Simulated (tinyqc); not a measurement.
Transfer-length model of a contact: one step of the calculation.

A metal contact of length d and width W on a thin layer of the same width. The metal has no resistance, the sheet resistance under it equals Rsh, and current enters the layer at the front edge x = 0.

Task. Transfer length. A = Lt coth(d/Lt) is solved for Lt, starting from Lt = A. Newton step for Lt - A tanh(d/Lt) = 0: Lt(new) = Lt - [Lt - A tanh(d/Lt)]/[1 + A d/(Lt cosh(d/Lt))^2].

Inputs (values chosen for the exercise): contact length d = 3.9 um.

A = 3.5058644 um
Lt after iteration 1 = 3.0144235 um

Find: Lt after iteration 2.

Result.

Lt after iteration 2 = 3.015 um

Program tinyqc, `OMP_NUM_THREADS=1 python tinyqc.py 2760130 2760131 out.jsonl`; Intel Xeon 2.30GHz, shared host, one thread, about 0.01 s.
